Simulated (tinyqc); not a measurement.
# MOSFET in saturation, small-signal circuit and noise: effects of single changes

Bias by the inversion coefficient IC = I/Ispec (charge-based model with velocity saturation; weak inversion below 0.1, strong above 10). Common-source circuit: gm, gds, Cgs, Cgd and Cj at the inner nodes, Rg in series with the gate; quasi-static, no source or drain resistance, no gate-body capacitance, no substrate network, no induced gate noise, so fmax is an upper estimate.

Inputs (values chosen for the exercise): temperature T = 400 K; gate length L = 350 nm; total gate width W = 40 um; gate capacitance Cox = 1.67 uF/cm^2; mobility mu = 280 cm^2/(V s); slope factor n = 1.41; velocity-saturation length Ls = 25 nm; ratio gds/gm sg = 0.012; overlap and fringe capacitance per side Cov = 0.34 fF/um; drain junction capacitance Cj = 0.89 fF/um; sheet resistance of the gate Rsh = 8 ohm; finger width Wf = 1 um; gate contact and vertical resistance Rc = 100 ohm um; inversion coefficient IC = 0.12; short-channel excess of the noise factor gw = 0.05; oxide trap density Nt = 1.8e18 cm^-3 eV^-1; tunnelling length into the oxide lt = 0.1 nm; Coulomb scattering coefficient ac = 0 V s/C.

Constants: q = 1.602176634e-19 C, kB = 1.380649e-23 J/K, Vt = kB T/q. Results are converted to the units shown.

Each table varies one quantity; the others keep the values above.

## Integrated noise against bandwidth

Ispec = 2 n mu Cox (W/L) Vt^2, lc = Ls/L, gms = [sqrt((lc IC + 1)^2 + 4 IC) - 1]/[2 + lc (lc IC + 1)], gm = gms Ispec/(n Vt), gds = sg gm. qs = [sqrt(1 + 4 IC) - 1]/2, Cgs = Cox W L qs (2 qs + 3)/(3 (qs + 1)^2) + Cov W, Cgd = Cov W, Cd = Cj W, Rg = Rsh (Wf/L)/(12 Nf) + Rc/W with Nf = W/Wf fingers (not rounded) contacted at both ends. Channel noise Sid = 4 kB T gam n gm with gam = (1/2 + (2/3) qs)/(1 + qs) + gw lc IC, qs = [sqrt(1 + 4 IC) - 1]/2, lc = Ls/L (the last term an empirical rise with velocity saturation); at the gate, white noise Sw = Sid/gm^2 + 4 kB T Rg. Number fluctuation with correlated mobility: S(f) = K/f, K = q^2 Vt lt Nt/(W L Cox^2) (1 + ac mu Cox I/gm)^2, Vt in eV with Nt per eV. Corner fc = K/Sw. Mean square from f1 = 10 Hz to B: Sw (B - f1) + K ln(B/f1).

Integrated noise against bandwidth:
```
B (Hz)  spot noise at B (nV/Hz^0.5)  white part (uV rms)  1/f part (uV rms)  total (uV rms)
1000                         202.07              0.20033             13.706          13.707
10000                        64.184              0.63637             16.786          16.798
1e5                          21.177               2.0133             19.383          19.487
1e6                          9.0182               6.3669             21.671          22.587
1e7                          6.6796               20.134             23.739          31.128
1e8                          6.3989               63.669             25.641          68.638
1e9                          6.3701               201.34             27.412          203.20
```

The 1/f part adds the same power, K ln 10, in each decade and grows only from 13.7 to 27.4 uV; the white part grows as sqrt(B). It overtakes the 1/f part by B = 1e8 Hz among the rows, above the corner fc = 1.01e6 Hz of the spot noise.

## Effect of the total gate width on speed and noise

Same model as above.

fT = gm/(2 pi (Cgs + Cgd)), fmax = fT/(2 sqrt(Rg (gds + 2 pi fT Cgd))). Corner fc = K/Sw. IC is held fixed.

The same in every row: fT (GHz) = 1.284; fmax (GHz) = 37.58; fc (MHz) = 1.006.

Effect of the total gate width on speed and noise:
```
W (um)  I (uA)  Rg (ohm)  sqrt(Sw) (nV/Hz^0.5)
2        1.074     50.95                 28.47
4.3      2.310     23.70                 19.42
9.3      4.996     10.96                 13.20
20       10.74     5.095                 9.004
43       23.10     2.370                 6.141
93       49.96     1.096                 4.176
200      107.4    0.5095                 2.847
```

As W goes from 2 to 200 um, fT stays at 1.28 GHz, fmax stays at 37.6 GHz, the white noise falls from 28.5 to 2.85 nV/Hz^0.5 and the corner stays at 1.01 MHz. Current, gm and capacitances scale with W and Rg with 1/W, so the frequencies stay while both noise powers fall as 1/W. In every row fmax exceeds 4 fT, where channel resistance and substrate losses, left out here, would cap it.

## Effect of the finger width on speed and noise

Same model as above.

Corner fc = K/Sw. IC is held fixed.

The same in every row: I (uA) = 21.49; fT (GHz) = 1.284.

Result of one run:
```
Wf (um)  Rg (ohm)  fmax (GHz)  sqrt(Sw) (nV/Hz^0.5)  fc (MHz)
0.25        2.503       37.92                 6.367     1.006
```

What becomes of these results when the finger width Wf is changed from 0.25 to 4 um, all else the same?

Result of the changed run:
```
Wf (um)  Rg (ohm)  fmax (GHz)  sqrt(Sw) (nV/Hz^0.5)  fc (MHz)
4           3.262       33.21                 6.368     1.006
```

The whole series:
```
Wf (um)  Rg (ohm)  fmax (GHz)  sqrt(Sw) (nV/Hz^0.5)  fc (MHz)
0.25        2.503       37.92                 6.367     1.006
0.5         2.512       37.85                 6.367     1.006
1           2.548       37.58                 6.367     1.006
2           2.690       36.57                 6.367     1.006
4           3.262       33.21                 6.368     1.006
8           5.548       25.47                 6.372     1.005
```

As Wf goes from 0.25 to 8 um, fT stays at 1.28 GHz, fmax falls from 37.9 to 25.5 GHz, the white noise stays near 6.37 nV/Hz^0.5 and the corner stays near 1.01 MHz. The finger width leaves fT alone and acts through Rg, whose sheet part goes as Wf^2. In every row fmax exceeds 4 fT, where channel resistance and substrate losses, left out here, would cap it.

Computed by the program tinyqc: `OMP_NUM_THREADS=1 python tinyqc.py 2150016 2150017 out.jsonl`, one thread of a shared Intel Xeon 2.30GHz, about 0.01 s for the whole run.
